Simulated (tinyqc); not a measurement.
Worked calculation: Lorentz oscillators and the Kramers-Kronig relations. Values are carried at full precision from step to step, so a last printed digit may differ when a step is redone from the rounded ones.

eps(E) = 1 + sum_j S_j/(E0_j^2 - E^2 - i G_j E).

Constants: hbar c = 1973.269805 eV angstrom; hbar^2/2m0 = 3.80998211 eV angstrom^2; e^2/(4 pi eps0) = 14.39964547 eV angstrom.

Parameters, chosen for this exercise (line positions loosely like those of Ge; Lorentz tails absorb below the gap, where the real solid is clear; not measured data):

| symbol | value | unit | meaning |
|---|---|---|---|
| E0 | (2.25, 3.34, 4.2) | eV | resonances |
| G | (0.38, 1.06, 0.69) | eV | widths |
| S | (22.6, 38.8, 97.2) | eV^2 | strengths |
| E | 3.93 | eV | photon energy |
| h | 0.2 | eV | grid step |
| M | 36 |  | grid points E_j = j h |
| i | 6 |  | grid index at which eps1 is wanted |

## Dielectric function at one energy

Evaluate each oscillator and the sum.

terms: -2.1326+0.3068i  -4.6550+4.5210i  17.5294+21.6548i

eps(E) = 11.7418+26.4825i
eps(0) = 14.4525

## Optical constants

n + i k = sqrt(eps1 + i eps2) with k >= 0; R = ((n - 1)^2 + k^2)/((n + 1)^2 + k^2) at normal incidence from vacuum; alpha = 2 E k/(hbar c), times 1e8 for 1/cm; loss function Im(-1/eps) = eps2/(eps1^2 + eps2^2).

Convert eps at the photon energy E into the optical constants.

n = 4.5117
k = 2.9349
R = 0.5372
alpha = 1.17e+06 1/cm
loss function = 0.0316
vacuum wavelength hc/E (hc = 1239.841984 eV nm) = 315.5 nm

The intensity falls to 1/e within 8.55 nm.

## Absorptive part on the grid

Tabulate eps2 at E_j = j h.

eps2(E_j), j = 1 .. M: 0.1779  0.3664  0.5782  0.8307  1.1521  1.5930  2.2575  3.3985  5.7740  12.2555  28.1296  19.5279  11.1950  10.4158  12.4422  15.2323  16.6665  17.3917  21.0394  30.2787  36.5568  26.4509  15.4113  9.3297  6.1182  4.2933  3.1721  2.4371  1.9297  1.5648  1.2934  1.0861  0.9242  0.7953  0.6909  0.6053

## eps1 at one grid point

Kramers-Kronig: eps1(E) = 1 + (2/pi) P integral_0^infinity E1 eps2(E1)/(E1^2 - E^2) dE1. Maclaurin rule on the grid E_j = j h, j = 1 .. M: eps1(E_i) = 1 + (4 h/pi) sum over j with j - i odd of E_j eps2(E_j)/(E_j^2 - E_i^2); nothing is added above E_M.

List the terms E_j eps2_j/(E_j^2 - E_i^2) for j - i odd, add them and form eps1.

terms in order of j (1/eV): -0.0254  -0.3212  -2.6185  6.0780  5.7740  18.2015  5.4712  4.9374  5.5994  6.1500  9.4777  3.5949  1.2984  0.6179  0.3476  0.2167  0.1448  0.1017

sum = 65.046 1/eV
eps1(E_i) = 17.564

The oscillator formula gives 17.052 at E_i = 1.2 eV. The rule samples every 2h = 0.4 eV against a narrowest width of 0.38 eV and stops at 7.2 eV; coarse sampling and the missing tail make the difference.

## The f-sum on the grid

W(E_M) = (2/pi) h sum_j E_j eps2_j, with half weight on the last point; the full integral equals sum S_j = (hbar omega_p)^2, and the electron density follows from (hbar omega_p)^2 = 8 pi c (e^2/(4 pi eps0)) N with c = hbar^2/2m0.

W(E_M) = 145.73 eV^2
sum S = 158.60 eV^2
share reached on this grid (a step near the line widths can inflate it) = 0.919
hbar omega_p = 12.594 eV
N = 1.15e+23 1/cm^3

## Checks

- The value of eps1 at 3.958 eV from a fine, long grid (with the tail of eps2 ~ 1/E^3 added) against the oscillator formula: both 11.2.

Program tinyqc; command `OMP_NUM_THREADS=1 python tinyqc.py 1650524 1650525 out.jsonl`; about 0.1 s on one thread of a shared Intel(R) Xeon(R) Processor @ 2.30GHz.
